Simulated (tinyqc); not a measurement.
Time-dependent dielectric breakdown: cell percolation, Weibull statistics, area scaling and voltage extrapolation: one step, computed by the program tinyqc.

The oxide is divided into columns of area a^2, each holding m = t_ox/a cells (m is taken as continuous). A share lambda(t) = (t/t_1)^alpha of the cells is defective, and a column whose cells are all defective breaks down.

Problem. Weibull parameters from the cell model. Failure fraction F = 1 - (1 - lambda^m)^N with N = A/a^2 columns, which for small lambda^m is 1 - exp(-(t/t63)^beta) with beta = alpha m and t63 = t_1 N^(-1/beta); critical share lambda(t63) = N^(-1/m). 1 um^2 = 1e6 nm^2.

Inputs (values chosen for the exercise, for a model gate oxide):
```
quantity                                              value  unit
oxide thickness t_ox                                    2.2    nm
defect cell size a                                      1.2    nm
exponent alpha of defect growth                         0.9     -
time t_1 at which the occupied share would reach 1  1.6e+07     s
test area A                                              50  um^2
```

Give: cells per column m; columns N; Weibull slope beta; characteristic life t63; critical share of defective cells.

Solution.

cells per column m = 1.8333

columns N = 3.4722e+07

Weibull slope beta = 1.65

characteristic life t63 = 430.58 s

critical share of defective cells = 7.7080e-05

Times between F = 10 % and 90 % span a factor 6.48: the smaller beta = alpha m, the wider the scatter. Caution: t_1 is an input here; in a real oxide it changes with thickness at fixed voltage.
